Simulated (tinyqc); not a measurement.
Optical constants across the spectrum: Lorentz oscillators and the Kramers-Kronig relations.

eps(E) = 1 + sum_j S_j/(E0_j^2 - E^2 - i G_j E).

n + i k = sqrt(eps1 + i eps2) with k >= 0; R = ((n - 1)^2 + k^2)/((n + 1)^2 + k^2) at normal incidence from vacuum; alpha = 2 E k/(hbar c), times 1e8 for 1/cm; loss function Im(-1/eps) = eps2/(eps1^2 + eps2^2).

Constants: hbar c = 1973.269805 eV angstrom.

Inputs chosen for the exercise (out of a larger set: line positions loosely like those of GaAs; Lorentz tails absorb below the gap, where the real solid is clear; not measured data):
```
symbol  value                unit  meaning
E0      (3.13, 4.9, 6.14)    eV    resonances
G       (0.4, 0.71, 1.21)    eV    widths
S       (24.4, 118.5, 61.5)  eV^2  strengths
```

Spectrum:
```
E (eV)    eps1    eps2      n      k      R   loss
0.92    10.500   0.306  3.241  0.047  0.279  0.003
2.18    13.665   1.452  3.702  0.196  0.331  0.008
3.43     4.278   8.038  2.587  1.554  0.323  0.097
4.69    18.269  27.608  5.068  2.724  0.542  0.025
5.94    -6.586  11.226  1.793  3.131  0.593  0.066
7.20    -6.849   2.738  0.513  2.667  0.782  0.050
8.46    -3.510   0.834  0.221  1.886  0.825  0.064
9.71    -2.000   0.393  0.138  1.421  0.833  0.095
10.97   -1.168   0.224  0.103  1.086  0.828  0.158
12.22   -0.657   0.143  0.088  0.815  0.810  0.316
13.48   -0.312   0.098  0.086  0.565  0.770  0.913
14.74   -0.068   0.070  0.122  0.288  0.637  7.346
```

Among the energies listed the largest values are at (eV): eps2 4.69; n 4.69; k 5.94; R 9.71; loss 14.74 (last row, still rising). eps1 crosses zero at 4.93 and 15.17 eV; the last crossing is upward and marks the plasmon, against sqrt(sum S) = 14.30 eV for free electrons.

(tinyqc, `OMP_NUM_THREADS=1 python tinyqc.py 1652402 1652403 out.jsonl`, Intel(R) Xeon(R) Processor @ 2.30GHz, 1 thread, shared host, about 0.2 s.)
